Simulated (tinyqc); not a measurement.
Two-dimensional dopant profile at a mask edge: lateral junction, overlap and effective channel length: one step, computed by the program tinyqc.

Ions enter for y < 0; the mask (spacer, then gate) covers y > 0. x is the depth. The surface reflects dopant during the anneal.

Task: Junction contour. Widths s_x^2 = (vertical straggle)^2 + 2 D t, s_y^2 = (lateral straggle)^2 + 2 D t. C(x, y) = V(x) (1/2) erfc(y/(sqrt2 s_y)), V(x) = Q/(sqrt(2 pi) s_x) [exp(-(x - R_p)^2/(2 s_x^2)) + exp(-(x + R_p)^2/(2 s_x^2))]; 1 nm = 1e-7 cm. The lateral junction at depth x solves C = C_B: y_j(x) = sqrt2 s_y erfc^-1(2 C_B/V(x)). Depths are 0, 0.15, 0.3, 0.45, 0.6, 0.75, 0.9 and 0.97 of x_j.

Inputs (values chosen for the exercise, modelled on a source-drain extension in silicon): dose Q = 1.3e+14 1/cm^2; projected range R_p = 4.1 nm; channel doping C_B = 1.4e+17 1/cm^3.

vertical junction x_j = 12.28828 nm

s_x = 2.118962 nm

s_y = 1.371131 nm

Give: Contour.

Result:

Contour:
```
x/x_j  x (nm)  V (1/cm^3)  y_j (nm)
0.00     0.00   7.530e+19     3.978
0.15     1.84   1.436e+20     4.247
0.30     3.69   2.404e+20     4.453
0.45     5.53   1.949e+20     4.370
0.60     7.37   7.424e+19     3.972
0.75     9.22   1.327e+19     3.162
0.90    11.06   1.113e+18     1.572
0.97    11.92   2.701e+17    -0.063
```

The contour reaches furthest, 4.45 nm, at x/x_j = 0.3 among these rows, below the surface, where punch-through would start. It crosses the mask edge where V = 2 C_B.
